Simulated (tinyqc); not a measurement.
Inside a calculation. Method: CCSD on RHF in the 3-21g basis, for H2, spin multiplicity 1. Computed by tinyqc, a small Python program that keeps every step (integrals from PySCF). Settings: charge = 0, multiplicity = 1, basis = 3-21g, method = RHF, energy threshold = 1e-10, iteration cap = 73, orthogonalisation = symmetric, start = atomic densities, DIIS depth = 6, amplitude equations = CCSD, DIIS depth for amplitudes = 6, cap on updates = 62. Command: `OMP_NUM_THREADS=1 python tinyqc.py 24581 24582 out.jsonl` (the two numbers bound the seeds that draw the settings). One thread of a shared host (Intel(R) Xeon(R) Processor @ 2.60GHz), about 0.2 s of CPU time with the checks. The early iterations of the SCF are left out here.

## One-electron integrals

Geometry (angstrom):
```
atom         x         y         z
H     0.000000  0.000000  0.000000
H     0.000000  0.000000  1.110000
```

Basis 3-21g: exponents (1/bohr^2) and contraction coefficients of normalised primitives:
```
element  l (shell)  exponent  coefficient
H            s (1)  5.447178     0.156285
H            s (1)  0.824547     0.904691
H            s (2)  0.183192     1.000000
```

Overlap, kinetic and nuclear-attraction integrals over the contracted functions; the nuclear repulsion is the sum of Za Zb / Rab.

nuclear repulsion = 0.47673623 hartree

overlap S:
```
          1H 1s     1H 2s     2H 1s     2H 2s
1H 1s  1.000000  0.645899  0.140141  0.332063
1H 2s  0.645899  1.000000  0.332063  0.668303
2H 1s  0.140141  0.332063  1.000000  0.645899
2H 2s  0.332063  0.668303  0.645899  1.000000
```

kinetic energy T (hartree):
```
           1H 1s     1H 2s      2H 1s     2H 2s
1H 1s   1.549405  0.293152  -0.050452  0.083718
1H 2s   0.293152  0.274788   0.083718  0.134301
2H 1s  -0.050452  0.083718   1.549405  0.293152
2H 2s   0.083718  0.134301   0.293152  0.274788
```

nuclear attraction V (hartree):
```
           1H 1s      1H 2s      2H 1s      2H 2s
1H 1s  -2.197600  -1.089738  -0.260025  -0.571775
1H 2s  -1.089738  -1.125148  -0.571775  -0.803778
2H 1s  -0.260025  -0.571775  -2.197600  -1.089738
2H 2s  -0.571775  -0.803778  -1.089738  -1.125148
```

core Hamiltonian H = T + V (hartree):
```
           1H 1s      1H 2s      2H 1s      2H 2s
1H 1s  -0.648195  -0.796586  -0.310476  -0.488057
1H 2s  -0.796586  -0.850360  -0.488057  -0.669477
2H 1s  -0.310476  -0.488057  -0.648195  -0.796586
2H 2s  -0.488057  -0.669477  -0.796586  -0.850360
```

## Two-electron integrals

Functions are numbered as in S; the eight-fold symmetry (ij|kl) = (ji|kl) = (kl|ij) leaves the list below.

Two-electron integrals (ij|kl) in chemists' order, unique and non-zero (hartree):
```
(11|11) 1.140145   (21|11) 0.611403   (21|21) 0.345152   (22|11) 0.626370
(22|21) 0.380329   (22|22) 0.482957   (31|11) 0.113057   (31|21) 0.066493
(31|22) 0.078016   (31|31) 0.020128   (32|11) 0.183034   (32|21) 0.114292
(32|22) 0.152958   (32|31) 0.038260   (32|32) 0.090623   (33|11) 0.474386
(33|21) 0.303083   (33|22) 0.429064   (33|31) 0.113057   (33|32) 0.304078
(33|33) 1.140145   (41|11) 0.304078   (41|21) 0.172952   (41|22) 0.192999
(41|31) 0.038260   (41|32) 0.067438   (41|33) 0.183034   (41|41) 0.090623
(42|11) 0.375669   (42|21) 0.230876   (42|22) 0.302332   (42|31) 0.057876
(42|32) 0.125138   (42|33) 0.375669   (42|41) 0.125138   (42|42) 0.215702
(43|11) 0.303083   (43|21) 0.192461   (43|22) 0.270367   (43|31) 0.066493
(43|32) 0.172952   (43|33) 0.611403   (43|41) 0.114292   (43|42) 0.230876
(43|43) 0.345152   (44|11) 0.429064   (44|21) 0.270367   (44|22) 0.379385
(44|31) 0.078016   (44|32) 0.192999   (44|33) 0.626370   (44|41) 0.152958
(44|42) 0.302332   (44|43) 0.380329   (44|44) 0.482957
```

## Orthogonalisation

S = U s U^T; symmetric (Loewdin) form X = U s^(-1/2) U^T, so that X^T S X = 1.

eigenvalues of S: 0.185618  0.391232  1.005938  2.417212

X:
```
           1H 1s      1H 2s      2H 1s      2H 2s
1H 1s   1.239178  -0.483903   0.006354   0.022643
1H 2s  -0.483903   1.540862   0.022643  -0.544440
2H 1s   0.006354   0.022643   1.239178  -0.483903
2H 2s   0.022643  -0.544440  -0.483903   1.540862
```

## Iteration 5 (converged): orbitals

converged F (hartree):
```
           1H 1s      1H 2s      2H 1s      2H 2s
1H 1s   0.243671  -0.396067  -0.344604  -0.376585
1H 2s  -0.396067  -0.297733  -0.376585  -0.360619
2H 1s  -0.344604  -0.376585   0.243671  -0.396067
2H 2s  -0.376585  -0.360619  -0.396067  -0.297733
```

Diagonalise F' = X^T F X, C = X C', fill 1 alpha and 1 beta electrons from the bottom; D = 2 C_occ C_occ^T. Each column has its largest component positive (the first on a tie).

F' = X^T F X (hartree):
```
           1          2          3          4
1   0.762853  -0.625806  -0.171707  -0.136930
2  -0.625806   0.250338  -0.136930  -0.215224
3  -0.171707  -0.136930   0.762853  -0.625806
4  -0.136930  -0.215224  -0.625806   0.250338
```

orbital energies (hartree): MO1 -0.498695, MO2 0.157852, MO3 1.124954, MO4 1.242270

coefficients C:
```
            MO1        MO2        MO3        MO4
1H 1s  0.237776   0.161230   0.908580  -0.928562
1H 2s  0.390234   1.057114  -0.671212   1.088598
2H 1s  0.237776  -0.161230   0.908580   0.928562
2H 2s  0.390234  -1.057114  -0.671212  -1.088598
```

D after iteration 5:
```
          1H 1s     1H 2s     2H 1s     2H 2s
1H 1s  0.113074  0.185576  0.113074  0.185576
1H 2s  0.185576  0.304565  0.185576  0.304565
2H 1s  0.113074  0.185576  0.113074  0.185576
2H 2s  0.185576  0.304565  0.185576  0.304565
```

## Convergence

Stop when the energy changes by less than 1e-10 hartree and every element of the error matrix X^T (F D S - S D F) X is below 3e-06.

Course of the cycle:
```
iteration  E (hartree)     change  largest element of the error matrix
1          -0.72860504          -                             1.09e-01
2          -1.06992629  -3.41e-01                             9.10e-03
3          -1.07004266  -1.16e-04                             1.70e-03
4          -1.07004686  -4.20e-06                             5.64e-08
5          -1.07004686  -4.44e-15                             2.20e-08
```

PySCF RHF in the same basis = -1.07004686 hartree

Converged in 5 iterations.

## Integrals over molecular orbitals

(pq|rs) = sum C_ip C_jq C_kr C_ls (ij|kl), one index at a time.

one-electron integrals over orbitals h = C^T H C (hartree):
```
           1          2          3         4
1  -1.048088   0.000000  -0.118948  0.000000
2   0.000000  -0.632170   0.000000  0.182210
3  -0.118948   0.000000   0.181507  0.000000
4   0.000000   0.182210   0.000000  0.236395
```

Two-electron integrals over orbitals (pq|rs), unique and non-zero (hartree):
```
(11|11) 0.549393    (21|21) 0.123536    (22|11) 0.456779    (22|22) 0.426541
(31|11) 0.118948    (31|22) 0.076416    (31|31) 0.088628    (32|21) 0.028461
(32|32) 0.045526    (33|11) 0.516038    (33|22) 0.436581    (33|31) 0.123911
(33|33) 0.514748    (41|21) -0.077497   (41|32) -0.059990   (41|41) 0.097505
(42|11) -0.129854   (42|22) -0.079581   (42|31) -0.081709   (42|33) -0.131219
(42|42) 0.086165    (43|21) -0.140664   (43|32) -0.061816   (43|41) 0.124404
(43|43) 0.203003    (44|11) 0.551690    (44|22) 0.468097    (44|31) 0.159136
(44|33) 0.553921    (44|42) -0.158516   (44|44) 0.614089
```

## CCSD: starting amplitudes

t_ij^ab = <ij||ab> / (e_i + e_j - e_a - e_b), whose energy is MP2.

Starting amplitudes (spin orbitals 1a, 1b, ...; amplitudes related by a flip of all spins are not repeated):
```
from      to          t
1a 1b  2a 2b  -0.094080
1a 1b  2a 4b   0.032324
1a 1b  4a 4b  -0.028003
1a 1b  3a 3b  -0.027293
```

correlation energy = -0.02178169 hartree

## CCSD: amplitude update 1

t_i^a D_i^a and t_ij^ab D_ij^ab are set to the remaining terms of the spin-orbital equations, evaluated with the old amplitudes; for the doubles these are <ij||ab> + 1/2 <ab||ef> t_ij^ef + 1/2 <mn||ij> t_mn^ab + P(ij)P(ab) <mb||ej> t_im^ae + terms in t^2 + terms with t1, D the orbital-energy denominators.

Amplitudes after update 1 (spin orbitals 1a, 1b, ...; amplitudes related by a flip of all spins are not repeated):
```
from      to          t
1a 1b  2a 2b  -0.138071
1a 1b  2a 4b   0.044964
1a 1b  4a 4b  -0.031171
1a 1b  3a 3b  -0.029725
1a        3a   0.007873
```

correlation energy = -0.02969416 hartree

## CCSD: amplitude update 2

As before.

Amplitudes after update 2 (spin orbitals 1a, 1b, ...; amplitudes related by a flip of all spins are not repeated):
```
from      to          t
1a 1b  2a 2b  -0.158776
1a 1b  2a 4b   0.050862
1a 1b  4a 4b  -0.031360
1a 1b  3a 3b  -0.029059
1a        3a   0.011955
```

correlation energy = -0.03311836 hartree

## CCSD: amplitude update 3

t_i^a D_i^a and t_ij^ab D_ij^ab are set to the remaining terms of the spin-orbital equations, evaluated with the old amplitudes; for the doubles these are <ij||ab> + 1/2 <ab||ef> t_ij^ef + 1/2 <mn||ij> t_mn^ab + P(ij)P(ab) <mb||ej> t_im^ae + terms in t^2 + terms with t1, D the orbital-energy denominators. DIIS then mixes the stored amplitudes.

DIIS coefficients: -0.891677  1.891677

Amplitudes after update 3 (spin orbitals 1a, 1b, ...; amplitudes related by a flip of all spins are not repeated):
```
from      to          t
1a 1b  2a 2b  -0.177230
1a 1b  2a 4b   0.056171
1a 1b  4a 4b  -0.031202
1a 1b  3a 3b  -0.027818
1a        3a   0.015465
```

correlation energy = -0.03608708 hartree

## CCSD: convergence

E_corr = 1/4 sum <ij||ab> t_ij^ab + 1/2 sum <ij||ab> t_i^a t_j^b; stop when the norm of the change is below 1e-8.

Course of the amplitude iterations:
```
update  correlation energy (hartree)  norm of the change
0                        -0.02178169                   -
1                        -0.02969416            9.60e-02
2                        -0.03311836            4.50e-02
3                        -0.03608708            2.13e-02
4                        -0.03605653            3.01e-04
5                        -0.03606204            4.24e-05
6                        -0.03606130            5.06e-06
7                        -0.03606138            4.86e-07
8                        -0.03606137            1.13e-07
9                        -0.03606137            3.29e-09
```

Converged amplitudes (spin orbitals 1a, 1b, ...; amplitudes related by a flip of all spins are not repeated):
```
from      to          t
1a 1b  2a 2b  -0.177183
1a 1b  2a 4b   0.056171
1a 1b  4a 4b  -0.031151
1a 1b  3a 3b  -0.027647
1a        3a   0.015387
```

CCSD total energy = -1.10610823 hartree

T1 diagnostic, norm of the one-spin t1 over sqrt(correlated electrons) = 0.010880

Converged in 9 updates, with DIIS from the third.
